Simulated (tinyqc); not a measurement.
# Band bending at a free surface with a continuum of surface states, surface photovoltage and Kelvin probe: two studies

n-type bulk, xi = Ec - EF = Vt ln(Nc/Nd), p0 = ni^2/Nd, ni = sqrt(Nc Nv) exp(-Eg/(2 Vt)), Eg in volts. b is the upward band bending, u = b/Vt. Space charge per area, in units of q: Qc = sign(b) sqrt((2 eps0 eps_r Vt/q) [(Nd + dn)(exp(-u) - 1) + Nd u + (p0 + dn)(exp(u) - 1)]), with dn the excess density under light (flat quasi-Fermi levels; 0 in the dark). The states hold -Ds (E0 - xi - b): negative while the Fermi level lies above the neutrality level. Neutrality: Qc + Qf + (charge of the states) = 0.

Values chosen for this exercise; band and dielectric values close to those of gallium arsenide:
- T = 300 K (temperature)
- Eg = 1.41 eV (band gap)
- eps_r = 13 (relative permittivity)
- Nc = 4.48e17 cm^-3 (conduction-band density of states at T)
- Nv = 8.83e18 cm^-3 (valence-band density of states at T)
- Nd = 4.5e16 cm^-3 (donor density)
- Qf = 0 cm^-2 (fixed positive charge at the surface)
- Ds = 2.4e13 cm^-2 eV^-1 (density of surface states)
- E0 = 0.29 eV (depth of their neutrality level below the conduction edge)

Constants: q = 1.602176634e-19 C, kB = 1.380649e-23 J/K, Vt = kB T/q, eps0 = 8.8541878128e-14 F/cm where lengths are in cm. Results are converted to the units shown.

Each table varies one quantity; the others keep the values above.

## Photovoltage against injection

Under chopped light the surface charge keeps its dark value, so b falls to bL with Qc(bL, dn) = Qc(b, 0); the photovoltage is b - bL.

Photovoltage against injection:

| dn (cm^-3) | bL (V) | photovoltage (mV) | share of b removed (%) |
|---|---|---|---|
| 4.4e7 | 0.21598 | 1.0738e-4 | 4.9718e-5 |
| 4.4e8 | 0.21598 | 0.0010738 | 4.9716e-4 |
| 4.4e9 | 0.21597 | 0.010734 | 0.0049697 |
| 4.4e10 | 0.21587 | 0.10694 | 0.049513 |
| 4.4e11 | 0.21495 | 1.0318 | 0.47772 |
| 4.4e12 | 0.20807 | 7.9074 | 3.6612 |
| 4.4e13 | 0.18438 | 31.600 | 14.631 |
| 4.4e14 | 0.14566 | 70.322 | 32.560 |
| 4.3e15 | 0.10038 | 115.60 | 53.524 |
| 4.3e16 | 0.054658 | 161.32 | 74.693 |
| 4.3e17 | 0.021625 | 194.35 | 89.988 |

The photovoltage rises from 1.07e-4 to 194 mV, towards the full b = 216 mV. Its steepest rise is 45.7 mV a decade (Vt ln 10 = 59.5 mV), and it reaches 90.0 % of b in the last row: even strong light does not flatten the bands fully, so a saturation reading understates b. For dn = 4.3e17 the injection is high, and a Dember voltage, left out here, adds to the signal.

## Pinning by the surface states

Same model as above.

b solves the neutrality condition in the dark.

Pinning by the surface states:

| Ds (cm^-2 eV^-1) | b (V) | xi + b (eV) | Qc (cm^-2) |
|---|---|---|---|
| 2.4e10 | 0.0015700 | 0.060981 | 5.4964e9 |
| 6.7e10 | 0.0044070 | 0.063818 | 1.5154e10 |
| 1.8e11 | 0.011986 | 0.071397 | 3.9349e10 |
| 5.1e11 | 0.034515 | 0.093926 | 9.9998e10 |
| 1.4e12 | 0.087249 | 0.14666 | 2.0068e11 |
| 3.9e12 | 0.15615 | 0.21556 | 2.9032e11 |
| 1.1e13 | 0.20008 | 0.25949 | 3.3564e11 |
| 2.9e13 | 0.21842 | 0.27783 | 3.5287e11 |
| 8.1e13 | 0.22615 | 0.28556 | 3.5987e11 |

b rises from 0.00157 to 0.226 V. The Fermi level moves towards E0 = 0.29 eV and is within 4.44 meV of it in the last row; it is half-way there at the Ds that solves Ds b = Qc(b) + Qf with b = (E0 - xi)/2, 2.09e12 cm^-2 eV^-1.

Numbers from tinyqc (`OMP_NUM_THREADS=1 python tinyqc.py 2430025 2430026 out.jsonl`; about 0.01 s on one thread of a shared Intel Xeon 2.30GHz).
